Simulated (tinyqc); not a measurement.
# Permittivity of the insulator from five potentials

Inverse problem. A node lies on a semiconductor-insulator interface. Steps: hs = tb/3 down into the semiconductor, ho = tox/2 up into the insulator, hy = L/7 sideways. The flux balance of its box reads eox (hy/ho)(above - node) + eps_r (hy/hs)(below - node) + [(eps_r hs + eox ho)/(2 hy)](left + right - 2 node) - q Na (hs/2) hy/eps0 = 0. Find eox.

Parameters, values chosen for the exercise; semiconductor permittivity close to that of germanium:
- eps_r = 16 (relative permittivity of the semiconductor)
- tb = 6 nm (body thickness)
- tox = 1.8 nm (insulator thickness)
- L = 41 nm (channel length)
- Na = 5.7e17 cm^-3 (acceptor density of the depleted body)

Constants: q = 1.602176634e-19 C, eps0 = 8.8541878128e-14 F/cm where lengths are in cm. Results are converted to the units shown.

psi (V): node 0.13453757, above 0.074121401, below 0.18793468, left 0.54, right 0.049548964

Answer. The balance is linear in eox.

eox = 9.00

Numbers from tinyqc (`OMP_NUM_THREADS=1 python tinyqc.py 2480094 2480095 out.jsonl`; about 0.1 s on one thread of a shared Intel Xeon 2.30GHz).
